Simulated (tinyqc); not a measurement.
Buckled dimers of a reconstructed (001) surface, two dangling bonds a dimer: one step. The bands on the mesh. Two cases, with inputs chosen for the exercise.

Problem. Both levels at each k_j for the trial z, and W(z).

In a dimer one atom moves up by z and the other down by z; the dangling bond of the up atom (more s-like) falls by gm z and that of the down atom rises by gm z. With all dimers tilted alike: H(k) = [[-gm z - 2 ta cos k, -tp - 2 tx cos k], [., gm z - 2 ta cos k]], k along the row in 1/a. Two electrons a dimer fill the lowest N of the 2N levels on the mesh k_j = (j + 1/2) pi/N. Total energy a dimer: W(z) = (2/N) sum of the filled levels + kf z^2. Repulsion between electrons is left out.

Give: a table of j, k (pi/a), lower, upper; band energy; elastic energy; W.

Case 1.

Values chosen (of the size met on Si(001); not measured data): tp = 0.26 eV (pi coupling inside a dimer); ta = 0.05 eV (coupling between like atoms along the row); tx = 0.01 eV (diagonal coupling along the row); gm = 1.88 eV/angstrom (shift of a dangling bond with height); kf = 6.2 eV/angstrom^2 (force constant of buckling); z = 0.05 angstrom (a trial buckling); N = 12 (k points).

Solution.

Levels (eV):

| j | k (pi/a) | lower | upper |
|---|---|---|---|
| 0 | 0.0417 | -0.3943 | 0.1961 |
| 1 | 0.1250 | -0.3863 | 0.2015 |
| 2 | 0.2083 | -0.3708 | 0.2121 |
| 3 | 0.2917 | -0.3488 | 0.2271 |
| 4 | 0.3750 | -0.3219 | 0.2454 |
| 5 | 0.4583 | -0.2920 | 0.2659 |
| 6 | 0.5417 | -0.2610 | 0.2871 |
| 7 | 0.6250 | -0.2310 | 0.3076 |
| 8 | 0.7083 | -0.2042 | 0.3259 |
| 9 | 0.7917 | -0.1823 | 0.3409 |
| 10 | 0.8750 | -0.1668 | 0.3516 |
| 11 | 0.9583 | -0.1588 | 0.3571 |

band energy = -0.5530 eV
elastic energy = 0.0155 eV
W = -0.5375 eV

Case 2.

Values chosen (of the size met on diamond (001); not measured data): tp = 1.08 eV (pi coupling inside a dimer); ta = 0.18 eV (coupling between like atoms along the row); tx = 0.02 eV (diagonal coupling along the row); gm = 2.3 eV/angstrom (shift of a dangling bond with height); kf = 7.8 eV/angstrom^2 (force constant of buckling); z = 0.29 angstrom (a trial buckling); N = 16 (k points).

Solution.

Levels (eV):

| j | k (pi/a) | lower | upper |
|---|---|---|---|
| 0 | 0.0312 | -1.6617 | 0.9451 |
| 1 | 0.0938 | -1.6466 | 0.9576 |
| 2 | 0.1562 | -1.6170 | 0.9820 |
| 3 | 0.2188 | -1.5741 | 1.0175 |
| 4 | 0.2812 | -1.5194 | 1.0626 |
| 5 | 0.3438 | -1.4551 | 1.1157 |
| 6 | 0.4062 | -1.3838 | 1.1748 |
| 7 | 0.4688 | -1.3080 | 1.2374 |
| 8 | 0.5312 | -1.2307 | 1.3013 |
| 9 | 0.5938 | -1.1550 | 1.3640 |
| 10 | 0.6562 | -1.0837 | 1.4231 |
| 11 | 0.7188 | -1.0195 | 1.4762 |
| 12 | 0.7812 | -0.9649 | 1.5214 |
| 13 | 0.8438 | -0.9220 | 1.5570 |
| 14 | 0.9062 | -0.8925 | 1.5815 |
| 15 | 0.9688 | -0.8774 | 1.5939 |

band energy = -2.5389 eV
elastic energy = 0.6560 eV
W = -1.8829 eV

The lower band is full and the upper empty.

Computed by tinyqc, one run a case: `OMP_NUM_THREADS=1 python tinyqc.py N N+1 out.jsonl` with N = 1482462, 1482838; one thread of a shared Intel(R) Xeon(R) Processor @ 2.30GHz, about 0.05 s a run at most.
